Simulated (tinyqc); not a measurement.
Haynes-Shockley experiment: drift, diffusion and decay of a minority-carrier pulse. Changing the field F. Computed by tinyqc, a small Python program. Command: `OMP_NUM_THREADS=1 python tinyqc.py 3112511 3112512 out.jsonl haynes sweep`. One thread of a shared host (Intel(R) Xeon(R) Processor @ 2.30GHz), about 0.02 s of CPU time with the checks.

A thin sheet of excess carriers is made at x = 0, t = 0 in a long uniform bar; injection is low, so the pulse moves with the minority mobility.

Inputs (values chosen for the exercise, modelled on holes in n-type germanium in a lightly doped bar):
```
quantity,value,unit
minority mobility mu,1860,cm^2/(V s)
lifetime tau,120,microsecond
temperature T,300,K
distance d to the collector,0.24,cm
injected sheet density N0,8.3e+09,1/cm^2
```

Constants: k_B = 8.617333262e-05 eV/K.

Method:
- D = mu k_B T/e, v = mu F.
- Transit time d/v, diffusion length sqrt(D tau), drift length v tau, Peclet number v d/D = e F d/(k_B T).
- dn(x, t) = N0/sqrt(4 pi D t) exp(-(x - v t)^2/(4 D t) - t/tau).
- At fixed x the signal peaks where d ln(dn)/dt = 0: a t^2 + t/2 - x^2/(4 D) = 0 with a = v^2/(4 D) + 1/tau.
- The full width at half maximum is found by solving dn(x, t) = peak/2 on both sides of the peak.
- With w the full width at half maximum: mu = d/(F t_p); D = (w d)^2/(16 ln2 t_p^3); Einstein ratio D/mu against k_B T/e.

One run for each value:
```
field F (V/cm),time of the peak t_p (microsecond),width at half maximum (microsecond),peak density (1/cm^3),error of mu (%)
1.6,69.754,59.091,2.0904e+10,15.613
2.5,47.773,32.914,3.1689e+10,8.038
4.0,30.968,16.960,4.6155e+10,4.166
6.2,20.333,8.952,6.2719e+10,2.353
9.8,12.992,4.548,8.3724e+10,1.346
15.0,8.532,2.413,1.0741e+11,0.824
24.0,5.350,1.195,1.3943e+11,0.490
38.0,3.385,0.601,1.7827e+11,0.300
```

Over the rows, time of the peak t_p (microsecond) falls from 69.8 to 3.39 (exponent d ln y / d ln x -0.85 between the first rows and -1.00 between the last); width at half maximum (microsecond) falls from 59.1 to 0.601 (exponent d ln y / d ln x -1.3 between the first rows and -1.5 between the last); peak density (1/cm^3) rises from 2.09e10 to 1.78e11 (exponent d ln y / d ln x 0.93 between the first rows and 0.53 between the last). At the high end the exponent of time of the peak t_p is -1.00, close to -1: pure drift, t = d/(mu F). At the high end the exponent of width at half maximum is -1.50, close to -1.5: sqrt(D t)/v with t = d/v.

Extremes, crossings and ranges named in words are read from the listed rows.
